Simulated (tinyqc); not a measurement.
Inside a calculation. Method: RHF in the 3-21g basis, for He, spin multiplicity 1. One step of it, computed by the program tinyqc.

Task: Iteration 2: DIIS coefficients. Solve [B -1; -1 0][c; lambda] = [0; -1] for the coefficients, which sum to one.

B (overlaps of the stored error matrices):
```
               1              2
1  1.0964029e+00  7.1419618e-02
2  7.1419618e-02  4.6522697e-03
```

Give: DIIS coefficients.

Result:

DIIS coefficients: -0.0697  1.0697
